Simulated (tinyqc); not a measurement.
From results back to parameters: thresholds of impact ionisation and Auger recombination from band masses. Five cases, with inputs chosen for the exercise.

Problem. For parabolic bands the thresholds of impact ionisation are Eg (1 + 2 mu)/(1 + mu) for electrons and Eg (2 + mu)/(1 + mu) for heavy holes, mu = me/mh. Both are given.

Case 1.

thresholds for electrons and holes (eV): 1.691447  2.808553

Case 2.

thresholds for electrons and holes (eV): 1.575394  2.612606

Case 3.

thresholds for electrons and holes (eV): 1.665892  2.822108

Case 4.

thresholds for electrons and holes (eV): 0.434586  0.801414

Case 5.

thresholds for electrons and holes (eV): 0.430468  0.790532

Find: Eg; mu.

Solution. The sum is 3 Eg; mu = (E_e - Eg)/(2 Eg - E_e).

Case 1.

Eg = 1.500 eV
mu = 0.1463

Case 2.

Eg = 1.396 eV
mu = 0.1475

Case 3.

Eg = 1.496 eV
mu = 0.1281

Case 4.

Eg = 0.412 eV
mu = 0.0580

Case 5.

Eg = 0.407 eV
mu = 0.0612

Computed by tinyqc, one run a case: `OMP_NUM_THREADS=1 python tinyqc.py N N+1 out.jsonl` with N = 1850430, 1850438, 1850456, 1850463, 1850475; one thread of a shared Intel(R) Xeon(R) Processor @ 2.30GHz, about 0.01 s a run at most.
